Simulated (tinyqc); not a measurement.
One anharmonic mode: perturbation theory, self-consistent phonons and exact levels: one step, computed by the program tinyqc.

V(x) = k x^2/2 + b x^4 for one coordinate x of mass M. A constant K > 0 gives hbar Omega = sqrt((hbar^2/u) K/M) with K in eV/angstrom^2 and M in u.

Question. Hamiltonian in a small basis. Basis: oscillator states n of the constant |k|, with x = s (a + a+), s^2 = hbar Omega/(2|k|); H = hbar Omega (n + 1/2) + (k - |k|) x^2/2 + b x^4, with exact matrix elements of x^2 and x^4.

Inputs (values chosen for the exercise, for a model mode):

| quantity | value | unit |
|---|---|---|
| mode mass M | 32.7 | u |
| harmonic constant k | 2.37 | eV/angstrom^2 |
| quartic constant b | 22.4 | eV/angstrom^4 |
| basis size N of the small matrix | 4 | - |

Shape: single well.

Constants: hbar^2/u = 4.18015928e-03 eV angstrom^2.

Give: H.

Answer.

H (meV), lower triangle (symmetric):
```
      1      2      3      4
1  9.61
2  0.00  30.64
3  2.56   0.00  55.29
4  0.00   7.40   0.00  83.57
```
